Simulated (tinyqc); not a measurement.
Raman shift of the zone-centre optical phonon of a diamond-structure crystal under stress: one step, computed by the program tinyqc. Command: `OMP_NUM_THREADS=1 python tinyqc.py 3014109 3014110 out.jsonl ramanstress walk`. One thread of a shared host (Intel(R) Xeon(R) Processor @ 2.30GHz), about 0.01 s of CPU time with the checks.

Axes x, y, z are the cube axes. Strain shifts the threefold optical mode and can split it; p, q and r are the phonon deformation potentials.

Question. Heating mistaken for stress. A temperature above 300 K shifts the line by (d omega/dT)(T - 300 K); divided by the shift per stress it poses as a stress; the total shift adds it to the shift of the observed line. The anti-Stokes to Stokes ratio is [(omega_L + omega_0)/(omega_L - omega_0)]^3 exp(-h c omega_0/(k_B T)) in photon counts, omega_L = 1/wavelength, resonance effects left out.

Inputs (values chosen for the exercise, for a model crystal):

| quantity | value | unit |
|---|---|---|
| unstrained frequency omega_0 | 574 | 1/cm |
| temperature coefficient d omega/dT | -0.018 | 1/(cm K) |
| local temperature T | 360 | K |
| laser wavelength | 364 | nm |

Stress state: uniaxial. Axis: [110].

shift per stress = -2.167153 1/(cm GPa)

shift of the observed line = -0.4334306 1/cm

Constants: h = 6.62607015e-34 J s; c = 299792458 m/s; k_B = 1.380649e-23 J/K.

Give: thermal shift; apparent stress from heating; total shift; anti-Stokes/Stokes ratio.

Answer.

thermal shift = -1.08 1/cm

apparent stress from heating = 0.49835 GPa

total shift = -1.5134 1/cm

anti-Stokes/Stokes ratio = 0.11433
